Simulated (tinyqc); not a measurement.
Matthiessen's rule against the full average: mobility of a non-polar semiconductor in the relaxation-time approximation. Computed by tinyqc, a small Python program. Command: `OMP_NUM_THREADS=1 python tinyqc.py 3002529 3002530 out.jsonl rta walk`. One thread of a shared host (Intel(R) Xeon(R) Processor @ 2.30GHz), about 0.01 s of CPU time with the checks.

Each valley is treated as a sphere of mass m_d for states and rates, with one isotropic relaxation time; the conductivity mass m_c sets the current.

Inputs (values chosen for the exercise, modelled on electrons in germanium): longitudinal mass m_l = 1.58 m_0; transverse mass m_t = 0.0843 m_0; equivalent valleys Z = 4; static permittivity eps_s = 16; density rho = 5323 kg/m^3; sound velocity v_l = 5290 m/s; acoustic deformation potential D_A = 11 eV; phonon energy hbar w = 31.5 meV; optical or intervalley deformation potential D_o = 5.3 1e8 eV/cm; final valleys Z_f = 3; carrier density n = 2e+18 1/cm^3; compensation ratio C = 0; temperature T = 100 K.

Band: parabolic. Impurity formula: Conwell-Weisskopf. Further scattering: none.

Constants: k_B = 8.617333262e-05 eV/K; m_0 = 9.1093837015e-31 kg; e = 1.602176634e-19 C; hbar = 1.054571817e-34 J s; eps_0 = 8.8541878128e-12 F/m; k_B = 1.380649e-23 J/K; hbar = 6.582119569e-16 eV s.

Method:
- m_d = (m_l m_t^2)^(1/3); 1/m_c = (1/m_l + 2/m_t)/3; Hall mass factor A = 3 K_m (K_m + 2)/(2 K_m + 1)^2, K_m = m_l/m_t; N_I = n (1 + C)/(1 - C).
- Parabolic band: E = hbar^2 k^2/(2 m), speed v = hbar k/m, states per spin, volume and energy g(E) = m k/(2 pi^2 hbar^2). Here m = m_d. Masses are multiplied by m_0 and all formulas are in SI units.
- The reduced Fermi level eta = E_F/(k_B T) solves n = 2 Z int g f dE with f = 1/(1 + exp(x - eta)) (Z = 1 unless valleys are given); screening length L_s = sqrt(eps_s eps_0 k_B T/(e^2 dn/deta)), dn/deta = 2 Z int g f (1 - f) dE.
- Integrals over x = E/(k_B T) use 160 Gauss-Legendre points in u = sqrt(x) from 0 to sqrt(max(eta, 0) + 32).
- Phonon occupation N_q = 1/(exp(hbar w/(k_B T)) - 1).
- Acoustic deformation potential (elastic, equipartition, absorption and emission together): 1/tau = 2 pi k_B T D_A^2 g(E)/(hbar rho v_l^2).
- Optical or intervalley deformation potential: 1/tau = (pi Z_f D_o^2/(rho w)) [N_q g(E + hbar w) + (N_q + 1) g(E - hbar w)], with g = 0 below the band edge.
- Each optical term is multiplied by (1 - f(E'))/(1 - f(E)), E' the final energy, for Pauli blocking.
- Singly charged impurities, momentum relaxation: 1/tau = N_I e^4 m (1 + 2 alpha E) Phi/(8 pi (eps_s eps_0)^2 hbar^3 k^3), with alpha = 0 for a parabolic band.
- Conwell-Weisskopf: Phi = ln(1 + y^2), y = 4 pi eps_s eps_0 E N_I^(-1/3)/e^2 (largest impact parameter N_I^(-1/3)/2).
- mu = (m_d/m_c) (2 Z e/(3 n k_B T)) int g v^2 tau f (1 - f) dE.
- Averages over x are split at the emission threshold x_0 = hbar w/(k_B T): 64 Gauss-Legendre points in sqrt(x) below it and 128 in sqrt(x - x_0) above it, up to x = max(eta, 0) + 32.
- Rates are added at each energy before the average. With <y> = int g v^2 y f (1 - f) dE: Hall factor r_H = A (3 n k_B T/(2 Z m_d)) <tau^2/(1 + 2 alpha E)>/<tau>^2 (alpha = 0 for a parabolic band); Hall mobility r_H mu; |S| = (k_B/e) (<x tau>/<tau> - eta); resistivity 1/(n e mu).
- Matthiessen's rule adds 1/mu of the separate processes.

acoustic mobility = 26499.9 cm^2/(V s)

optical mobility = 256551 cm^2/(V s)

ionised impurity mobility = 1063.78 cm^2/(V s)

drift mobility mu = 986.132 cm^2/(V s)

Separate mobilities:
```
process           mu (cm^2/(V s))  share of the sum of 1/mu (%)
acoustic               2.6500e+04                         3.844
optical                2.5655e+05                         0.397
ionised impurity       1.0638e+03                        95.759
```

mobility by Matthiessen's rule = 1018.7 cm^2/(V s)

excess of Matthiessen's rule over the full mu = 3.2991 %

What does the comparison show, and why?

The rule gives 1019 against the full 986.1, 3.3 % too high; it can only overestimate, since each separate average is carried by the energies where that process is weak. One process, ionised impurity, holds 96 % of the resistance, so the error is small. Caution: n is taken as given; at low temperature (in diamond even at 300 K) real dopants can freeze out, which changes n and N_I.

Extremes, crossings and ranges named in words are read from the listed rows.
